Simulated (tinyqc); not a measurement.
## Field emission through a triangular barrier, exact transmission by Airy functions: effect of the barrier mass

The left lead has its band edge at 0; for x > 0 the edge falls without end, U(x) = U0 - F x, with mass m1. No transverse momentum; C = hbar^2/(2 m0); psi and psi'/m are continuous at x = 0. The outgoing solution is Bi(z) + i Ai(z).

Energy scale e = (C F^2/m1)^(1/3), z(x) = (U(x) - E)/e, s = (dz/dx)/m1 = -F/(e m1); v = k/m in a lead. With the Airy functions at z = z(0): g = s (Bi' + i Ai')/(Bi + i Ai), r = (i vL - g)/(i vL + g), T(E) = 1 - |r|^2 = 4 vL Im(g)/|i vL + g|^2, vL = sqrt(mL E/C)/mL. WKB: exp(-S), S = (4/(3 F)) sqrt(m1/C) [max(U0 - E, 0)^1.5]. For large z the ratio tends to c = 4 g0/(1 + g0^2), g0 = K/(m1 vL), K = sqrt(m1 (U0 - E)/C).

Inputs (values chosen for the exercise); U0 - E and the mass are of the order of those of silicon dioxide on silicon: mass in the left lead mL = 0.36 m0; barrier edge at x = 0 U0 = 3.41 eV; electron energy E = 0.36 eV; field in the barrier F = 4.9 V/nm.

Constants: q = 1.602176634e-19 C, hbar = 1.054571817e-34 J s, m0 = 9.1093837015e-31 kg, hbar^2/(2 m0) = 0.0380998212 eV nm^2. Results are converted to the units shown.

Effect of the barrier mass:

| m1 (m0) | z(0) | T(E), exact | exp(-S) | ratio | c |
|---|---|---|---|---|---|
| 0.17 | 1.741 | 0.04848 | 0.04681 | 1.036 | 0.8945 |
| 0.23 | 1.925 | 0.03280 | 0.02841 | 1.155 | 1.021 |
| 0.31 | 2.126 | 0.02049 | 0.01601 | 1.280 | 1.158 |
| 0.41 | 2.334 | 0.01207 | 0.008611 | 1.402 | 1.293 |
| 0.56 | 2.590 | 0.005951 | 0.003861 | 1.541 | 1.448 |
| 0.75 | 2.855 | 0.002689 | 0.001611 | 1.669 | 1.592 |
| 1 | 3.142 | 0.001064 | 5.958e-4 | 1.785 | 1.725 |
| 1.4 | 3.515 | 2.904e-4 | 1.528e-4 | 1.900 | 1.857 |

The exact T(E) falls from 0.0485 to 2.90e-4, while S grows with the square root of m1; the ratio to WKB rises from 1.04 to 1.90. At the largest z (3.51) the ratio is 2.3 % above c, at the smallest (1.74) 16 % above it. In every row the field exceeds 10 MV/cm (up to 49.0), more than most dielectrics sustain; the model ignores breakdown.

Range of the model: Masses are held fixed, although real bands cease to be parabolic a few tenths of an eV from their edges.

Program tinyqc, `OMP_NUM_THREADS=1 python tinyqc.py 2580024 2580025 out.jsonl`; Intel Xeon 2.30GHz, shared host, one thread, about 0.01 s.
